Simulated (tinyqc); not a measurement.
Inside a calculation. Method: Jacobi rotations on a symmetric matrix. One step of it, computed by the program tinyqc.

Question. Jacobi rotation 1. Take the largest off-diagonal element A_pq; tan 2 theta = 2 A_pq / (A_qq - A_pp) with |theta| <= pi/4; A' = J^T A J with J_pp = J_qq = cos, J_pq = sin, J_qp = -sin.

A:
```
          1         2         3
1  0.356000  0.191000  0.576000
2  0.191000  1.308000  0.967000
3  0.576000  0.967000  4.366000
```

Give: p, q, theta; A'.

Answer.

p, q, theta (rad): 2.0000  3.0000  0.2820

A':
```
        1       2       3
1  0.3560  0.0232  0.6064
2  0.0232  1.0279  0.0000
3  0.6064  0.0000  4.6461
```
